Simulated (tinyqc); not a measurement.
Implant damage, amorphisation by cascade overlap, and solid-phase epitaxial regrowth: one step, computed by the program tinyqc. Command: `OMP_NUM_THREADS=1 python tinyqc.py 3114206 3114207 out.jsonl sper walk`. One thread of a shared host (Intel(R) Xeon(R) Processor @ 2.30GHz), about 0.01 s of CPU time with the checks.

Range and width of the damage are inputs. Dynamic annealing enters only through the surviving share f.

Problem. Isothermal regrowth. v = v0 x orientation factor x exp(-E_a/(k_B T)) x [1 + (enhancement - 1) exp(-(z - R_d)^2/(2 s_d^2))], T = anneal temperature + 273.15 K; the dopant is taken to follow the damage profile; the lower front moves from the lower edge z2 to the surface, or to the middle (z1 + z2)/2 of a buried layer with upper edge z1; time = int dz/v; the equivalent undoped distance is that time times the undoped velocity.

Inputs (values chosen for the exercise, modelled on fluorine ions in germanium):

| quantity | value | unit |
|---|---|---|
| depth of the damage peak R_d | 9.3 | nm |
| width of the damage profile s_d | 6.4 | nm |
| regrowth prefactor v0 | 3.3e+16 | nm/s |
| regrowth energy E_a | 2.16 | eV |
| anneal temperature | 487 | C |
| rate relative to (100) | 1 | - |
| peak enhancement by the dopant | 4.6 | - |

lower edge = 27.00459 nm

upper edge = 0 nm

Constants: k_B = 8.617333262e-05 eV/K.

Give: undoped velocity; distance to regrow; time without enhancement; equivalent undoped distance; time with enhancement.

Solution.

undoped velocity = 157.7 nm/s

distance to regrow = 27.00 nm

time without enhancement = 0.1713 s

equivalent undoped distance = 11.29 nm

time with enhancement = 0.07160 s

The rate doubles for each 16 K or so near this temperature.
